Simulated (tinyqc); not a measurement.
Anisotropic wet etching of Si(100): plane rates, V-grooves, membranes and undercut: one step, computed by the program tinyqc. Command: `OMP_NUM_THREADS=1 python tinyqc.py 3003081 3003082 out.jsonl wetetch walk`. One thread of a shared host (Intel(R) Xeon(R) Processor @ 2.30GHz), about 0.01 s of CPU time with the checks.

A long slot opens the mask on a (100) wafer. The floor etches at R100; (111) walls stand at theta = arctan(sqrt2) = 54.7356 degrees to the surface and recede at R111 along their normal.

Question. Rates. R100 = k0 exp(-E/(k_B T)); a ratio given at 80 C scales as exp[(extra energy/k_B)(1/T - 1/353.15 K)]; R111 and R_ox follow by division. Temperatures in kelvin are T(C) + 273.15.

Inputs (values chosen for the exercise, close to those used for tetramethylammonium hydroxide solutions):
```
quantity                            value    unit
prefactor k0 of the (100) rate    4.9e+08  um/min
activation energy of (100), E       0.623      eV
ratio (100)/(111) at 80 C              39       -
extra energy of (111), dE            0.13      eV
ratio (100)/oxide at 80 C            4800       -
extra energy of the oxide, dE_ox     0.24      eV
bath temperature T                     55       C
```

Constants: k_B = 8.617333262e-05 eV/K.

Give: R100; R111; R_ox; anisotropy R100/R111.

Answer.

R100 = 0.1325 um/min

R111 = 0.002453 um/min

R_ox = 1.513e-05 um/min

anisotropy R100/R111 = 54.00
